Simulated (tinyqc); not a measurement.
Electron continuity equation in a given potential, Scharfetter-Gummel discretisation: one step of the calculation.

Steady state in one dimension: J = q mu n E + q D dn/dx with E = -dpsi/dx and D = mu Vt, dJ/dx = q (n/tau - G), fixed densities nL and nR at the ends. The potential is given, psi = U x/L - Ub exp(-((x/L - xb)/sb)^2), and is not changed by the electrons.

Problem. Bernoulli factors. d_i = (psi_(i+1) - psi_i)/Vt; B(d) = d/(exp(d) - 1), B(0) = 1. The flux on interval i is J_i = (q D/h) [n_(i+1) B(d_i) - n_i B(-d_i)].

Inputs (values chosen for the exercise):

| symbol | value | unit | meaning |
|---|---|---|---|
| T | 300 | K | temperature |

Constants: q = 1.602176634e-19 C, kB = 1.380649e-23 J/K, Vt = kB T/q. Results are converted to the units shown.

psi, node 0 to 10 (V): [0.000000000, 0.004900000, 0.009799682, 0.014637651, 0.016553844, -0.012609783, -0.083329568, -0.051088716, 0.023072155, 0.043340434, 0.048991080]

Wanted: d_i; B(d_i); B(-d_i).

Solution.

d_i, interval 0 to 9: [0.190, 0.190, 0.187, 0.074, -1.128, -2.736, 1.247, 2.869, 0.784, 0.219]
B(d_i), interval 0 to 9: [0.9082, 0.9082, 0.9093, 0.9634, 1.668, 2.925, 0.5028, 0.1727, 0.6587, 0.8947]
B(-d_i), interval 0 to 9: [1.098, 1.098, 1.096, 1.038, 0.5398, 0.1897, 1.750, 3.041, 1.443, 1.113]

The largest |d_i| is 2.87, above 2, where central differences lose the sign pattern that keeps densities positive.

Program tinyqc, `OMP_NUM_THREADS=1 python tinyqc.py 2220056 2220057 out.jsonl`; Intel Xeon 2.30GHz, shared host, one thread, about 0.01 s.
